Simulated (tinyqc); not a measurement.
CIS on RHF in the 3-21g basis, for H2, spin multiplicity 1, step by step. One step of it, computed by the program tinyqc.

Question. CIS matrix, singlets. A(ia,jb) = (e_a - e_i) d_ij d_ab + 2 (ia|jb) - (ij|ab).

orbital energies (hartree): MO1 -0.579683, MO2 0.251544, MO3 0.943691, MO4 1.476541

Two-electron integrals over orbitals (pq|rs), unique and non-zero (hartree):
```
(11|11) 0.637875    (21|21) 0.093558    (22|11) 0.456462    (22|22) 0.412164
(31|11) 0.160499    (31|22) 0.058574    (31|31) 0.111142    (32|21) -0.012280
(32|32) 0.034871    (33|11) 0.555001    (33|22) 0.412017    (33|31) 0.131689
(33|33) 0.507162    (41|21) -0.080504   (41|32) -0.031615   (41|41) 0.126885
(42|11) -0.142661   (42|22) -0.061540   (42|31) -0.079050   (42|33) -0.111501
(42|42) 0.074226    (43|21) -0.099542   (43|32) -0.012509   (43|41) 0.126760
(43|43) 0.149583    (44|11) 0.651584    (44|22) 0.468725    (44|31) 0.198313
(44|33) 0.582333    (44|42) -0.170326   (44|44) 0.730711
```

Give: CIS matrix A, singlet.

Answer.

CIS matrix A, singlet (hartree):
```
        1>2    1>3     1>4
1>2   0.562  0.000  -0.018
1>3   0.000  1.191   0.000
1>4  -0.018  0.000   1.658
```
